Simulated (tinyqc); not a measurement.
A longer run and its error bar: q-state Potts model on a small periodic square lattice: enumeration, Metropolis, heat-bath and Wolff steps. Computed by tinyqc, a small Python program. Command: `OMP_NUM_THREADS=1 python tinyqc.py 3113266 3113267 out.jsonl potts walk`. One thread of a shared host (Intel(R) Xeon(R) Processor @ 2.30GHz), about 0.04 s of CPU time with the checks.

E = -J x (number of nearest-neighbour bonds with equal states); n x n sites with periodic edges have 2 n^2 bonds. Order parameter m = (q f - 1)/(q - 1), f being the largest share of one state. Sites are numbered row by row from 0. Here q = 3 and n = 3.

Inputs (values chosen for the exercise, for a model of domains or grain orientations):
```
quantity,value,unit
number of states q,3,-
edge n,3,-
coupling J,51,meV
temperature T,419,K
seed,983060,-
```

Update: Metropolis.

Constants: k_B = 8.617333262e-05 eV/K.

Method:
- K = J/(k_B T); the infinite square lattice orders at K_c = ln(1 + sqrt(q)); Wolff bond probability p = 1 - exp(-K).
- All q^(n^2) states are counted by their number b of equal bonds; weights g(b) exp(K b), K = J/(k_B T). Per site: u = -J <b>/n^2, c/k_B = K^2 (<b^2> - <b>^2)/n^2.
- ln Z = ln sum g(b) exp(K b); entropy per site s/k_B = (ln Z - K <b>)/n^2.
- After 400 updates are discarded, b is recorded for 4000 sweeps of n^2 steps of the update named (random numbers not printed, so these rows are one sample). Records are averaged in blocks; the error is the scatter of block means over sqrt(number of blocks), and the last column its square over that for single records.

start states:
```
,1,2,3
1,2,2,2
2,2,0,1
3,2,2,0
```

K = 1.41248

<b> = 17.6591

Blocking:
```
block length,mean b,error,variance ratio
1,17.6655,0.020087,1.0000
4,17.6655,0.034132,2.8873
16,17.6655,0.048500,5.8295
40,17.6655,0.048396,5.8045
100,17.6655,0.048371,5.7986
```

What follows from these numbers?

The run gives 17.666 +/- 0.048 (blocks of 40) against the exact 17.659, a difference of 0.1 error bars. Single records understate the error by a factor of about 2.4, because successive records are correlated.

Extremes, crossings and ranges named in words are read from the listed rows.
